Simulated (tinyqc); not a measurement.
# Doping from resistivity

Problem. A uniform, uncompensated and fully ionised sample has rho = 1/(q N mu), mu = m1 + (m2 (T/300 K)^(-bt) - m1)/(1 + (N/Nr)^am). Find N, mu and the diffusion coefficient mu Vt.

Inputs (values chosen for the exercise): temperature T = 300 K; mobility limit at high doping m1 = 53.5 cm^2/(V s); mobility limit at low doping, at 300 K m2 = 1370 cm^2/(V s); reference doping of the mobility law Nr = 9.86e16 cm^-3; exponent of the mobility law am = 0.698; temperature exponent of m2 bt = 2.1.

Constants: q = 1.602176634e-19 C, kB = 1.380649e-23 J/K, Vt = kB T/q. Results are converted to the units shown.

resistivity = 0.023235069 ohm cm

Solution. With am below 1 the product N mu rises steadily with N, so one doping matches; it is found by iterating N = 1/(q rho mu(N)).

N = 9.800e17 cm^-3
mu = 274.1 cm^2/(V s)
diffusion coefficient = 7.086 cm^2/s

tinyqc, about 0.02 s, one thread, Intel Xeon 2.30GHz (shared host): `OMP_NUM_THREADS=1 python tinyqc.py 2110140 2110141 out.jsonl`
